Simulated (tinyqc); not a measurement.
What moves the minority density and the gain: heavy doping: gap narrowing, degeneracy and the minority density.

F_j(eta) = (1/Gamma(j + 1)) integral_0^infinity x^j dx/(1 + exp(x - eta)), which tends to exp(eta) for eta << 0.

Empirical narrowing (Slotboom form, constants chosen for the exercise; published fits of this form give the apparent narrowing, here it is taken as the true one): dEg = E0 [ln(N/N0) + sqrt(ln(N/N0)^2 + C)].

Majority: N = Nc F_1/2(eta), eta the distance of EF beyond the majority band edge in kT. Degeneracy factor gam = F_1/2(eta)/exp(eta). ni0^2 = Nc Nv exp(-Eg/kT); product n p = ni0^2 gam exp(dEg/kT), dEg the true narrowing; apparent narrowing dEa = dEg + kT ln gam; minority density = n p/N.

Bipolar transistor with N as emitter doping: beta = K (N/NB) exp((dEa_B + dG - dEa_E)/kT), dEa_E = dEg(N) + kT ln gam, dEa_B = dEg(NB). For the sweep in T, Nc is scaled as (T/T0)^(3/2) from its value at T0 = T.

Constants: kB = 8.617333262e-05 eV/K.

Inputs chosen for the exercise (gap and densities of states near those of Si at this temperature; narrowing constants near the fits for Si; not measured data):

| symbol | value | unit | meaning |
|---|---|---|---|
| Eg | 1.083 | eV | gap |
| Nc | 5.04e+19 | 1/cm^3 | conduction-band density of states |
| Nv | 2.11e+19 | 1/cm^3 | valence-band density of states |
| T | 450 | K |  |
| E0 | 6.68 | meV | narrowing scale |
| N0 | 1.3e+17 | 1/cm^3 | onset density |
| C | 0.5 |  | smoothing constant |
| N | 5.5e+18 | 1/cm^3 | ionised donors, equal to the majority density |
| NB | 3e+18 | 1/cm^3 | base doping |
| K | 4.3 |  | ratio (D_B W_E)/(D_E W_B) |
| dG | 0 | meV | extra narrowing of the base by alloying |

All results formed anew.

One parameter was then changed.

Results before and after:

| case | dEg (meV) | dEa (meV) | minority (1/cm^3) | beta |
|---|---|---|---|---|
| base | 50.47 | 48.98 | 5.08e+08 | 6.66 |
| changed | 41.31 | 39.82 | 4.01e+08 | 6.67 |

Which of these changes was made? (a) Nc = 6.55e+19 1/cm^3; (b) NB = 6e+18 1/cm^3; (c) E0 = 8.016 meV; (d) N0 = 2.6e+17 1/cm^3; (e) Eg = 1.103 eV; (f) N = 1.1e+19 1/cm^3.

Answer: (d) N0 = 2.6e+17 1/cm^3. Of the candidates, run in turn, only this one gives the changed row.

All candidates:

| case | dEg (meV) | dEa (meV) | minority (1/cm^3) | beta |
|---|---|---|---|---|
| base | 50.47 | 48.98 | 5.08e+08 | 6.66 |
| N = 1.1e+19 1/cm^3 | 59.67 | 56.68 | 3.10e+08 | 10.9 |
| E0 = 8.016 meV | 60.57 | 59.08 | 6.59e+08 | 6.39 |
| N0 = 2.6e+17 1/cm^3 | 41.31 | 39.82 | 4.01e+08 | 6.67 |
| Eg = 1.103 eV | 50.47 | 48.98 | 3.03e+08 | 6.66 |
| Nc = 6.55e+19 1/cm^3 | 50.47 | 49.32 | 6.66e+08 | 6.60 |
| NB = 6e+18 1/cm^3 | 50.47 | 48.98 | 5.08e+08 | 4.22 |

tinyqc: `OMP_NUM_THREADS=1 python tinyqc.py 1651509 1651510 out.jsonl`; about 0.01 s, one thread, shared Intel(R) Xeon(R) Processor @ 2.30GHz.
